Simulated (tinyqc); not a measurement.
# Worked calculation: reverse leakage of an n+-p junction: diffusion, generation, trap-assisted and band-to-band tunnelling

Numbers from tinyqc (`OMP_NUM_THREADS=1 python tinyqc.py 2290051 2290052 out.jsonl`; about 0.01 s on one thread of a shared Intel Xeon 2.30GHz). Printed values are rounded; ~0 in a residual or rate marks an entry under 1e-11 of the largest of its column.

One-sided abrupt junction in the depletion approximation, x from the junction (0) to W on the p side, field F = F0 (1 - x/W). Flat quasi-Fermi levels, long p side. Traps generate through SRH with both lifetimes shortened by 1 + Gamma (Hurkx enhancement, form for moderate fields); band-to-band generation is local and needs a total bending above Eg.

Parameters, values chosen for the exercise; band and dielectric values close to those of silicon:
```
symbol,value,unit,meaning
T,350,K,temperature
Eg,1.12,eV,band gap
eps_r,11.5,,relative permittivity
Nc,3.54e19,cm^-3,conduction-band density of states at T
Nv,3.38e19,cm^-3,valence-band density of states at T
Na,1.8e16,cm^-3,acceptor density of the lighter side
Nd,5e19,cm^-3,donor density of the heavier side
tau,6e-7,s,SRH lifetime of both carriers at zero field
Et,-0.12,eV,trap level above the intrinsic level
mt,0.26,m0,tunnelling mass
Dn,19,cm^2/s,electron diffusion coefficient on the lighter side
Ab,3e14,cm^-0.5 V^-2.5 s^-1,band-to-band prefactor
Bb,1.86e7,V/cm,band-to-band field constant
VR,0.5,V,reverse bias
```

Constants: q = 1.602176634e-19 C, kB = 1.380649e-23 J/K, hbar = 1.054571817e-34 J s, m0 = 9.1093837015e-31 kg, Vt = kB T/q, eps0 = 8.8541878128e-14 F/cm where lengths are in cm. Results are converted to the units shown.

Range of the model: The n+ side is degenerate, so Vbi from Boltzmann statistics is only a guide.

## Field, scales and diffusion current

ni = sqrt(Nc Nv) exp(-Eg/(2 Vt)), Eg in volts; Vbi = Vt ln(Na Nd/ni^2); W = sqrt(2 eps0 eps_r (Vbi + VR)/(q Na)); F0 = 2 (Vbi + VR)/W; FG = sqrt(24 mt m0 (kB T)^3)/(q hbar); J_diff = q ni^2 sqrt(Dn/tau)(1 - exp(-VR/Vt))/Na.

ni = 2.98755e11 cm^-3
Vbi = 0.903068 V
W = 314.765 nm
F0 = 89.1503 kV/cm
FG = 473.999 kV/cm
J_diff = 4.47063e-9 A/cm^2

## Generation rates across the layer

u = (Vbi + VR)(1 - x/W)^2, p = Na exp(-u/Vt), n = Nd exp((u - Vbi - VR)/Vt); G0 = ni^2 (1 - exp(-VR/Vt))/(tau (n + p + 2 ni cosh(Et/Vt))); Gamma = 2 sqrt(3 pi)(F/FG) exp((F/FG)^2); trap-assisted part G0 Gamma; G_bb = Ab F^2.5 exp(-Bb/F) with F in V/cm, zero unless Vbi + VR > Eg. 12 equal steps.

```
point   x (nm)  F (kV/cm)      Gamma  G0 (cm^-3 s^-1)  G0 Gamma (cm^-3 s^-1)  G_bb (cm^-3 s^-1)
0        0.000    89.1503    1.19639        2.97515e9              3.55944e9        1.74877e-64
1       26.230    81.7211    1.09051       5.01406e12             5.46791e12        8.14734e-73
2       52.461    74.2919   0.986276       3.00357e15             2.96235e15                 ~0
3       78.691    66.8627   0.883515       9.27091e15             8.19099e15                 ~0
4      104.922    59.4335   0.782074       9.31277e15             7.28327e15                 ~0
5      131.152    52.0043   0.681797       9.31156e15             6.34860e15                 ~0
6      157.382    44.5751   0.582535       9.22053e15             5.37128e15                 ~0
7      183.613    37.1459   0.484135       6.89726e15             3.33921e15                 ~0
8      209.843    29.7168   0.386453       1.25628e15             4.85492e14                 ~0
9      236.074    22.2876   0.289342       1.48906e14             4.30847e13                  0
10     262.304    14.8584   0.192658       2.99922e13             5.77822e12                  0
11     288.534     7.4292  0.0962579       1.14018e13             1.09752e12                  0
12     314.765     0.0000          0       8.25697e12                      0                  0
```

## Current components

Each current is q times the trapezoid sum of its rate; J adds J_diff; J_bb under 1e-8 of the sum is given as 0.

J_SRH = 2.03709e-8 A/cm^2
J_TAT = 1.43041e-8 A/cm^2
J_bb = 0 A/cm^2
J = 3.91456e-8 A/cm^2

A fine grid gives J = 3.957e-8 A/cm^2; the coarse sum is 1.1 % below it. On the fine grid the largest part is SRH generation (52.0 %). The simple estimate q ni W/(2 tau cosh(Et/Vt)) is 2.28 times the fine-grid J_SRH of 2.059e-8 A/cm^2, since near both edges n or p is large enough to quench generation.
